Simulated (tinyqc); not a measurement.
Worked calculation: thin-body film or fin with hard walls, valleys of the Ge type. Values are carried at full precision from step to step, so a last printed digit may differ when a step is redone from the rounded ones.

Four ellipsoidal valleys (eight halves) with their long axes along <111>, mass ml along the axis and mt across it. For a valley whose axis makes the angle theta with the surface normal, 1/m_z = cos^2(theta)/ml + sin^2(theta)/mt sets the confinement; in the plane the masses are m_1 = mt and m_2 = ml mt/m_z, and m_d = sqrt(m_1 m_2). The Gamma and Delta valleys are left out; the heavy Delta valleys, about 0.18 eV up, can lie lowest under strong confinement.

Constants: hbar^2/2m0 = 3.80998211 eV angstrom^2; kB = 8.617333262e-05 eV/K.

Inputs chosen for the exercise (near those of Ge; shifted at random, so the results belong to these values and not to a real crystal): ml = 1.58 m0 (longitudinal mass); mt = 0.082 m0 (transverse mass); face = 110 (face of the film or side wall of the fin); t = 34 angstrom (body thickness); T = 350 K (temperature); g_all = 4 (number of valleys); Ns = 11 x 1e12/cm^2 (sheet density in the on state); alpha = 0.66 1/eV (non-parabolicity).

## Valley masses for the (110) face

Group the valleys by their angle to the normal, heaviest m_z first.

Valleys (masses in m0):
```
valleys g  cos^2(theta)     m_z     m_1     m_2     m_d
2                0.6667  0.2229  0.0820  0.5813  0.2183
2                0.0000  0.0820  0.0820  1.5800  0.3599
```

## Subband edges

A film of thickness t between hard walls, flat band inside: E_n = c (n pi/t)^2/m_z above the bulk edge, c = hbar^2/2m0. Without degeneracy the sheet density is N2 exp((EF - Ec)/kB T) with N2 = sum_i g m_d/(2 pi c) kB T exp(-E_i/kB T) over n = 1 to 40 of each group; a classical film has t Nc with Nc = 2 g_all (m_dos kB T/(4 pi c))^(3/2), m_dos = (ml mt^2)^(1/3). The threshold shift is dVt = kB T ln(t Nc/N2).

The seven lowest levels of all groups together; primes mark the lighter m_z.

Subbands:
```
label  valleys g  E (eV)
1              2  0.1460
1'             2  0.3967
2              2  0.5838
3              2  1.3136
2'             2  1.5868
4              2  2.3353
3'             2  3.5702
```

The second subband, 1', lies 250.7 meV above the first, 8.3 kB T at 350 K.

## Effective density of states and threshold shift

Sum the subbands; 1/angstrom^2 = 1e16/cm^2 and 1/angstrom^3 = 1e24/cm^3.

terms of N2 by group (1e12/cm^2): 0.04353  1.760e-05

Nc = 1.304 x 1e19/cm^3
t Nc = 4.433 x 1e12/cm^2
dVt = 139.4 mV

Confinement leaves 0.98 % of the classical states; the heaviest group holds 100 % of the electrons, against 50 % in the bulk. The Delta valleys of Ge, about 0.19 eV up with a heavy m_z, are left out; they reduce the shift where their own level comes within a few kB T of E1, first on (100).

## Filling at a given sheet density

n_i = g m_d/(2 pi c) kB T ln(1 + exp((EF - E_i)/kB T)) over the levels listed; solve sum n_i = Ns (1e12/cm^2 = 1e-4/angstrom^2); the band bending of the charge itself is left out. c = hbar^2/2m0.

EF = 0.2018 eV

n_i in the order of the list (1e12/cm^2): 10.986  0.014  0.000  0.000  0.000  0.000  0.000

The fullest subband is 1, with 100 %.

## Non-parabolic correction

Each level E0 of the list is replaced by the root of E (1 + alpha E) = E0.

Levels (eV):
```
label  parabolic  corrected
1         0.1460     0.1341
1'        0.3967     0.3264
2         0.5838     0.4501
3         1.3136     0.8437
2'        1.5868     0.9681
4         2.3353     1.2703
3'        3.5702     1.6885
```

The lowest level drops by 11.9 meV. Levels above about 1 eV (2 here) lie outside the range of the valley model.

## Checks

- N2 of a 3000 angstrom film, summed over n to convergence, plus the half-term of the walls against t Nc, 1/angstrom^2: both 0.039113.

Program tinyqc; command `OMP_NUM_THREADS=1 python tinyqc.py 1281719 1281720 out.jsonl`; about 0.01 s on one thread of a shared Intel(R) Xeon(R) Processor @ 2.30GHz.
